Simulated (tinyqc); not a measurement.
# Frequency dispersion of an accumulation capacitance by border traps, distributed model, step by step

Numbers from tinyqc (`OMP_NUM_THREADS=1 python tinyqc.py 2202104 2202105 out.jsonl`; about 0.6 s on one thread of a shared Intel Xeon 2.30GHz). Printed values are rounded.

Traps spread evenly through the insulator exchange electrons with the semiconductor by tunnelling, with tau(x) = t0 exp(2 ka x) at depth x from the interface. The admittance per area Y seen at depth x obeys dY/dx = -Y^2/(i w eps0 eox) + q Nb ln(1 + i w tau)/tau, with Y(0) = i w Cs and w = 2 pi f; the gate sees Y(tox) = G + i w C. Working variable y = Y/(i w), in uF/cm^2. Cox = eps0 eox/tox.

Values chosen for this exercise; permittivity close to that of aluminium oxide:
- eox = 8.1 (relative permittivity of the insulator)
- tox = 12 nm (insulator thickness)
- Cs = 2.4 uF/cm^2 (semiconductor capacitance in accumulation)
- Nb = 4.8e19 cm^-3 eV^-1 (density of border traps)
- ka = 3.8 1/nm (decay constant of the wave function in the insulator)
- t0 = 2e-11 s (time constant of a trap at the interface)
- f = 1000 Hz (frequency)
- xe = 2.7 nm (depth down to which the steps are taken)

Constants: q = 1.602176634e-19 C, eps0 = 8.8541878128e-14 F/cm where lengths are in cm. Results are converted to the units shown.

## Scales and lumped estimate

Cox; trap-free value 1/(1/Cox + 1/Cs); response depth d = ln(1/(w t0))/(2 ka), where w tau = 1; lumped estimate: all traps within d act as C_bt = q Nb d placed at d/2, so C = 1/{1/[1/(1/Cs + d/(2 eps0 eox)) + C_bt] + (tox - d/2)/(eps0 eox)}.

Cox = 0.597658 uF/cm^2
trap-free C = 0.478500 uF/cm^2
d = 2.09074 nm
C_bt = 1.60788 uF/cm^2
lumped C = 0.548612 uF/cm^2

The traps within reach amount to 0.670 Cs and lie in the first 17.4 % of the insulator.

## Midpoint steps through the active depth

In terms of y: dy/dx = -y^2/(eps0 eox) + s(x), s = q Nb ln(1 + z)/z, z = i w tau. 9 midpoint steps of h = xe/9: y_half = y + (h/2) y'(x, y), y(new) = y + h y'(x + h/2, y_half).

```
point  x (nm)    s (uF/(cm^2 nm))       y (uF/cm^2)
0           0  0.769045+0.000000i  2.40000+0.00000i
1         0.3  0.769045+0.000000i  2.39080+0.00000i
2         0.6  0.769045-0.000005i  2.38325+0.00000i
3         0.9  0.769045-0.000045i  2.37706+0.00000i
4         1.2  0.769044-0.000441i  2.37198-0.00004i
5         1.5  0.769012-0.004316i  2.36780-0.00044i
6         1.8  0.765980-0.041945i  2.36428-0.00428i
7         2.1  0.588169-0.274523i  2.35311-0.03969i
8         2.4  0.108199-0.172654i  2.21524-0.11089i
9         2.7  0.011707-0.034725i  2.03713-0.11291i
```

## Capacitance and conductance at the gate

y at xe = 2.03713-0.11291i uF/cm^2

Beyond xe the traps are ignored, so 1/y(tox) = 1/y(xe) + (tox - xe)/(eps0 eox); C = Re y, G/w = -Im y, loss tangent G/(w C).

y at the gate = 0.559746-0.008500i uF/cm^2
C = 0.559746 uF/cm^2
G/w = 0.00850047 uF/cm^2
loss tangent = 0.0151863

A fine integration over the whole insulator gives C = 0.56048 and G/w = 0.008965 uF/cm^2; the coarse G/w is 5.2 % below that. The fine C is 17 % above the trap-free value, and the lumped estimate is 2.1 % below the fine result.
